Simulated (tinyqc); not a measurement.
Resistance of a source-drain extension with a graded tip: one step of the calculation.

y runs along the channel, the gate covers y > 0. The doping is N0 for y < y0 and N0 10^(-(y - y0)/la) beyond, uniform over the depth xj. Sheet conductance s(y) = q mu(N) max(N - Nch, 0) xj + (for y > 0) ma Cox Vo, with mu(N) = u0 + (u1 - u0)/(1 + (N/Nr)^au) and Cox = eps0 eox/tox. Current is taken as one-dimensional; depletion of the tip, spreading and the contact are left out. The metallurgical junction lies at yj, where N = Nch.

Question. Sheet resistances and junction position. yj = y0 + la log10(N0/Nch); sheet resistance of the full extension 1/[q mu(N0)(N0 - Nch) xj] and of the gate-induced layer 1/(ma Cox Vo); metallurgical length Lg - 2 yj; ye is where the doped and the gate-induced conductances are equal.

Parameters, values chosen for the exercise; mobility law close to that of electrons in silicon:
- eox = 3.9 (relative permittivity of the gate insulator (close to silicon dioxide))
- tox = 2.8 nm (insulator thickness)
- N0 = 1.9e20 cm^-3 (active doping of the extension far from the gate)
- la = 1.9 nm/decade (lateral abruptness)
- y0 = 4.4 nm (position under the gate where the fall begins (gate edge at 0))
- xj = 10 nm (depth of the extension)
- Nch = 3.4e17 cm^-3 (channel doping)
- Vo = 0.61 V (gate overdrive)
- ma = 80 cm^2/(V s) (mobility of the gate-induced layer)
- u1 = 1414 cm^2/(V s) (mobility at low doping)
- u0 = 68.5 cm^2/(V s) (mobility at high doping)
- Nr = 9.2e16 cm^-3 (reference doping)
- au = 0.711 (exponent)
- Lg = 50 nm (gate length)

Constants: q = 1.602176634e-19 C, eps0 = 8.8541878128e-14 F/cm where lengths are in cm. Results are converted to the units shown.

Give: yj; sheet resistance of the extension; sheet resistance of the induced layer; metallurgical length; ye; N at ye.

Answer.

yj = 9.620 nm
sheet resistance of the extension = 442.4 ohm/square
sheet resistance of the induced layer = 1.662e4 ohm/square
metallurgical length = 30.76 nm
ye = 8.046 nm
N at ye = 2.288e18 cm^-3

The gate takes over 1.57 nm before the junction, where N is still 6.73 times the channel doping.

Program tinyqc, `OMP_NUM_THREADS=1 python tinyqc.py 2282077 2282078 out.jsonl`; Intel Xeon 2.30GHz, shared host, one thread, about 0.03 s.
